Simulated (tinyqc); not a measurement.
Conductance of a narrow metal strip with scatterers (square lattice, Green functions): one step. The scatterer in the mode basis. Two cases, with inputs chosen for the exercise.

Question. Form V_nm.

A strip of W sites across with hard walls, site energy 0 and hopping -t. Mode n = 1 to W has profile chi_n(j) = sqrt(2/(W + 1)) sin(n j pi/(W + 1)) and energy en = -2t cos(n pi/(W + 1)); E = en - 2t cos(kn a). With z_n = exp(i kn a) (Im k > 0 for closed modes, |z| < 1) each lead gives the self-energy -t z_n in mode n. One column carries the site energies v, here one foreign atom. In the mode basis V_nm = sum_j chi_n(j) v_j chi_m(j), G = (E - en + 2 t z_n - V)^-1, and t_nm = 2t sqrt(sin(kn a) sin(km a)) G_nm in size for open modes. T = sum |t_nm|^2, conductance (2e^2/h) T.

Case 1.

Values chosen (out of a larger set: hopping and spacing of the size met in Cu or Al; the lattice is a model; not measured data): W = 3 (sites across); v = (3.6, 0, 0) eV (site energies in the scattering column).

Case 2.

Values chosen (out of a larger set: hopping and spacing of the size met in Cu or Al; the lattice is a model; not measured data): W = 3 (sites across); v = (0, 0, -4.2) eV (site energies in the scattering column).

Give: V.

Answer.

Case 1.

V (eV):
```
        n=1     n=2     n=3
n=1  0.9000  1.2728  0.9000
n=2  1.2728  1.8000  1.2728
n=3  0.9000  1.2728  0.9000
```

Case 2.

V (eV):
```
         n=1      n=2      n=3
n=1  -1.0500   1.4849  -1.0500
n=2   1.4849  -2.1000   1.4849
n=3  -1.0500   1.4849  -1.0500
```

A single site couples every mode that has amplitude on it.

Computed by tinyqc, one run a case: `OMP_NUM_THREADS=1 python tinyqc.py N N+1 out.jsonl` with N = 1451223, 1451772; one thread of a shared Intel(R) Xeon(R) Processor @ 2.30GHz, about 0.01 s a run at most.
